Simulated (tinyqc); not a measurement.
Frequency dispersion of an accumulation capacitance by border traps, distributed model: capacitance and loss against frequency.

Traps spread evenly through the insulator exchange electrons with the semiconductor by tunnelling, with tau(x) = t0 exp(2 ka x) at depth x from the interface. The admittance per area Y seen at depth x obeys dY/dx = -Y^2/(i w eps0 eox) + q Nb ln(1 + i w tau)/tau, with Y(0) = i w Cs and w = 2 pi f; the gate sees Y(tox) = G + i w C. Working variable y = Y/(i w), in uF/cm^2. Cox = eps0 eox/tox.

Cox; trap-free value 1/(1/Cox + 1/Cs); response depth d = ln(1/(w t0))/(2 ka), where w tau = 1; lumped estimate: all traps within d act as C_bt = q Nb d placed at d/2, so C = 1/{1/[1/(1/Cs + d/(2 eps0 eox)) + C_bt] + (tox - d/2)/(eps0 eox)}. C and G from a fine integration; dispersion -d C/d log10 f over C, from f times and over 1.1. For a broad spread of time constants G/w is close to -(pi/2) dC/d ln w.

Inputs (values chosen for the exercise); permittivity close to that of aluminium oxide: relative permittivity of the insulator eox = 8.31; insulator thickness tox = 11 nm; semiconductor capacitance in accumulation Cs = 4.5 uF/cm^2; density of border traps Nb = 3.6e18 cm^-3 eV^-1; decay constant of the wave function in the insulator ka = 3.7 1/nm; time constant of a trap at the interface t0 = 5e-9 s.

Constants: q = 1.602176634e-19 C, eps0 = 8.8541878128e-14 F/cm where lengths are in cm. Results are converted to the units shown.

The same in every row: trap-free C (uF/cm^2) = 0.5823.

Result of one run:
```
f (Hz)	d (nm)	C (uF/cm^2)	G/w (uF/cm^2)	dispersion (% a decade)	-(pi/2) dC/d ln w (uF/cm^2)	lumped C (uF/cm^2)
1e6	0.4676	0.5832	3.822e-4	0.09597	3.818e-4	0.5829
```

What becomes of these results when the frequency f is changed from 1e6 to 100 Hz, all else the same?

Result of the changed run:
```
f (Hz)	d (nm)	C (uF/cm^2)	G/w (uF/cm^2)	dispersion (% a decade)	-(pi/2) dC/d ln w (uF/cm^2)	lumped C (uF/cm^2)
100	1.712	0.5868	8.980e-4	0.2239	8.961e-4	0.5861
```

The whole series:
```
f (Hz)	d (nm)	C (uF/cm^2)	G/w (uF/cm^2)	dispersion (% a decade)	-(pi/2) dC/d ln w (uF/cm^2)	lumped C (uF/cm^2)
10	2.023	0.5883	0.001057	0.2630	0.001056	0.5873
100	1.712	0.5868	8.980e-4	0.2239	8.961e-4	0.5861
1000	1.401	0.5856	7.507e-4	0.1874	7.488e-4	0.5850
10000	1.090	0.5846	6.157e-4	0.1539	6.138e-4	0.5842
1e5	0.7788	0.5838	4.932e-4	0.1234	4.913e-4	0.5835
1e6	0.4676	0.5832	3.822e-4	0.09597	3.818e-4	0.5829
1e7	0.1565	0.5827	2.707e-4	0.07041	2.799e-4	0.5825
```

C falls from 0.5883 to 0.5827 uF/cm^2, towards the trap-free 0.5823; each decade of frequency removes ln 10/(2 ka) = 0.311 nm from the response depth. The dispersion falls from 0.263 to 0.0704 % a decade and G/w falls from 0.00106 to 2.71e-4 uF/cm^2. G/w lies between 0.967 and 1.00 times -(pi/2) dC/d ln w, the relation for a broad spread of time constants.

Program tinyqc, `OMP_NUM_THREADS=1 python tinyqc.py 2202094 2202095 out.jsonl`; Intel Xeon 2.30GHz, shared host, one thread, about 0.6 s.
